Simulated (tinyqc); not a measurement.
Finite-size error of a charged defect in a periodic cell: Madelung and Makov-Payne terms. Changing the width sigma of the defect charge. Computed by tinyqc, a small Python program. Command: `OMP_NUM_THREADS=1 python tinyqc.py 3005891 3005892 out.jsonl imagecharge sweep`. One thread of a shared host (Intel(R) Xeon(R) Processor @ 2.30GHz), about 0.07 s of CPU time with the checks.

L is the cube root of the cell volume. The defect charge is a Gaussian, rho(r) = q (2 pi sigma^2)^(-3/2) exp(-r^2/2 sigma^2), repeated periodically in a uniform neutralising background and screened by a continuum. The model cell energy is E(L) = E_0 + [periodic - isolated electrostatic energy].

Inputs (values chosen for the exercise, for a model uniaxial host):
```
quantity                                     value      unit
charge q                                         3         e
cell length L                                 16.5  angstrom
dielectric constant eps_xy                    9.49         -
dielectric constant eps_z                     11.6         -
axis ratio c/a                                1.12         -
formation energy of the isolated defect E_0  1.645        eV
```

Supercell lattice: tetragonal. Screening: uniaxial.

Constants: e^2/(4 pi eps_0) = 14.39964548 eV angstrom.

Method:
- Cell vectors: (1,0,0), (0,1,0), (0,0,c/a), scaled to volume L^3.
- Ewald sum for a unit point charge: scale each Cartesian component of the cell by 1/sqrt(eps_i), giving R', G' and V'; E = [ (1/2) sum erfc(eta R')/R' + (2 pi/V') sum exp(-G'^2/4 eta^2)/G'^2 - eta/sqrt(pi) - pi/(2 V' eta^2) ] e^2/(4 pi eps_0) / sqrt(eps_x eps_y eps_z), over n_i = -6..6, omitting n = (0,0,0), eta = 2/V'^(1/3). alpha = -2 E eps_g L/(e^2/(4 pi eps_0)), eps_g = (eps_x eps_y eps_z)^(1/3).
- Periodic energy of the Gaussian: (2 pi q^2/V) sum_(G != 0) exp(-sigma^2 G^2)/(G.eps.G) x e^2/(4 pi eps_0), n_i = -k..k with k = max(9, L/sigma rounded up). Isolated energy: q^2/(2 sqrt(pi) sigma) <1/(n.eps.n)> e^2/(4 pi eps_0), the mean over directions n (64 Gauss-Legendre points in cos(theta)).

One run for each value; columns: (1) width sigma of the defect charge (angstrom); (2) finite-size error (eV); (3) isolated energy (eV); (4) point-charge correction -q^2 E (eV):
```
(1)       (2)     (3)     (4)
0.70  -1.0893  5.1425  1.0981
0.88  -1.0841  4.0906  1.0981
1.10  -1.0763  3.2725  1.0981
1.40  -1.0628  2.5712  1.0981
1.80  -1.0397  1.9999  1.0981
2.20  -1.0108  1.6362  1.0981
2.80  -0.9567  1.2856  1.0981
3.50  -0.8792  1.0285  1.0981
```

Describe and explain the trends.

Over the rows, finite-size error (eV) rises from -1.09 to -0.879 (exponent d ln y / d ln x -0.021 between the first rows and -0.38 between the last); isolated energy (eV) falls from 5.14 to 1.03 (exponent d ln y / d ln x about -1.0 throughout); point-charge correction -q^2 E (eV) does not change. The exponent of isolated energy stays at -1: the self-energy goes as 1/sigma. The true error shrinks from 99 % to 80 % of the point-charge term as the charge spreads: a delocalised charge needs less correction.

Caution (rows 3.50): the nearest image is closer than five widths, so the tails of the charge clouds overlap and the expansion in 1/L is no longer exact.
